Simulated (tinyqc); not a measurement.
# Double-gate transistor, scale length and short-channel effects: what changes with what

A body of thickness ts between two insulators of thickness ti and two tied gates. Below threshold the potential that source and drain add obeys Laplace's equation and vanishes on the gate. Its lowest mode decays along the channel as exp(-k y); k is the smallest positive root of the matching condition at the interface, and the scale length is Lambda = pi/k.

Parameters, values chosen for the exercise; permittivities: semiconductor close to that of indium arsenide, insulator close to that of aluminium oxide: temperature T = 300 K; relative permittivity of the semiconductor eps_r = 15.3; relative permittivity of the insulator ei = 9.1; insulator thickness ti = 1.8 nm; body thickness ts = 5.3 nm; channel length L = 18 nm; potential of the source Vbi = 0.97 V; potential of the barrier top at threshold sT = 0.47 V; drain voltage Vds = 0.5 V.

Constants: q = 1.602176634e-19 C, kB = 1.380649e-23 J/K, Vt = kB T/q. Results are converted to the units shown.

Each table varies one quantity; the others keep the values above.

## Effect of the relative permittivity of the insulator

k is the smallest positive root of f(k) = ei cos(k ti) cos(k ts/2) - eps_r sin(k ti) sin(k ts/2). Along the channel psi(y) = s + a exp(y/l) + b exp(-y/l) with psi(0) = Vbi, psi(L) = Vbi + Vds and l = 1/k = Lambda/pi; with A = Vbi - s, B = A + Vds, x = exp(-L/l): a = (B - A x) x/(1 - x^2), b = (A - B x)/(1 - x^2). The minimum is s + 2 sqrt(a b), at y = (l/2) ln(b/a). The long-channel potential follows the gate as s = sT + (Vg - VTL)/m, and the threshold VT is the gate voltage at which the minimum equals sT. Swing = m Vt ln 10/g at threshold, g = d(minimum)/ds = 1 - (b x + a)/((1 + x) sqrt(a b)). DIBL = [VT(0.05 V) - VT(Vds)]/(Vds - 0.05 V). sT and Vbi are held fixed; m = 1.

Effect of the relative permittivity of the insulator:
```
ei   Lambda (nm)  L/Lambda  VT - VTL at Vds (mV)  DIBL (mV/V)  swing (mV/decade)
3.9       14.761    1.2194               -290.33       172.99             84.776
5.7       12.624    1.4259               -190.61       112.66             76.201
8.5       10.837    1.6610               -122.23       71.700             70.277
12        9.6130    1.8725               -83.707       48.841             66.917
18        8.4832    2.1218               -54.492       31.643             64.354
27        7.6243    2.3609               -36.538       21.147             62.771
40        6.9963    2.5728               -25.804       14.902             61.821
```

As ei goes from 3.9 to 40, Lambda falls from 14.8 to 7.00 nm, DIBL falls from 173 to 14.9 mV/V and the swing falls from 84.8 to 61.8 mV a decade. On average Lambda goes as ei^(-0.32). For ei = 3.9 to 5.7 L is under 1.5 Lambda, where higher modes, left out of the one-mode potential, count.

## Effect of the channel length

Same model as above.

The same in every row: Lambda (nm) = 10.57.

Effect of the channel length:
```
L (nm)  L/Lambda  VT - VTL at Vds = 0.05 V (mV)  VT - VTL at Vds (mV)  DIBL (mV/V)  swing (mV/decade)
12         1.135                         -255.0                -348.9        208.6              89.78
14         1.324                         -171.2                -233.5        138.6              79.90
17         1.608                         -99.17                -134.8        79.20              71.37
20         1.892                         -59.71                -80.95        47.21              66.68
24         2.270                         -31.42                -42.50        24.62              63.30
28         2.648                         -16.90                -22.83        13.17              61.56
33         3.121                         -7.907                -10.67        6.143              60.48
40         3.783                         -2.768                -3.734        2.146              59.86
48         4.540                        -0.8403                -1.133       0.6508              59.63
```

What does the comparison show?

From L = 12 to 48 nm, DIBL falls from 209 to 0.651 mV/V and the swing falls from 89.8 to 59.6 mV a decade (long-channel value 59.5). Between the last two rows the threshold shift at Vds decays with a length of 6.71 nm, against 2 Lambda/pi = 6.73 nm for a shift that goes as exp(-pi L/(2 Lambda)). DIBL first drops below 100 mV/V at L = 17 nm among the rows, L/Lambda = 1.6. For L = 12 to 14 nm L is under 1.5 Lambda, where higher modes, left out of the one-mode potential, count.

## Effect of the insulator thickness

Same model as above.

Result of one run:
```
ti (nm)  Lambda (nm)  L/Lambda  VT - VTL at Vds (mV)  DIBL (mV/V)  swing (mV/decade)
2.9            13.27     1.357                -218.6        129.5              78.61
```

What becomes of these results when the insulator thickness ti is changed from 2.9 to 1.7 nm, all else the same?

Result of the changed run:
```
ti (nm)  Lambda (nm)  L/Lambda  VT - VTL at Vds (mV)  DIBL (mV/V)  swing (mV/decade)
1.7            10.32     1.745                -105.0        61.43              68.77
```

The whole series:
```
ti (nm)  Lambda (nm)  L/Lambda  VT - VTL at Vds (mV)  DIBL (mV/V)  swing (mV/decade)
0.6            7.241     2.486                -29.74        17.19              62.17
0.78           7.782     2.313                -39.56        22.91              63.04
1              8.420     2.138                -53.05        30.80              64.23
1.3            9.254     1.945                -73.76        42.97              66.05
1.7            10.32     1.745                -105.0        61.43              68.77
2.2            11.58     1.554                -148.9        87.65              72.60
2.9            13.27     1.357                -218.6        129.5              78.61
```

As ti goes from 0.6 to 2.9 nm, Lambda rises from 7.24 to 13.3 nm, DIBL rises from 17.2 to 130 mV/V and the swing rises from 62.2 to 78.6 mV a decade. On average Lambda goes as ti^(0.38). At ti = 2.9 nm L is under 1.5 Lambda, where higher modes, left out of the one-mode potential, count.

Program tinyqc, `OMP_NUM_THREADS=1 python tinyqc.py 2420117 2420118 out.jsonl`; Intel Xeon 2.30GHz, shared host, one thread, about 0.01 s.
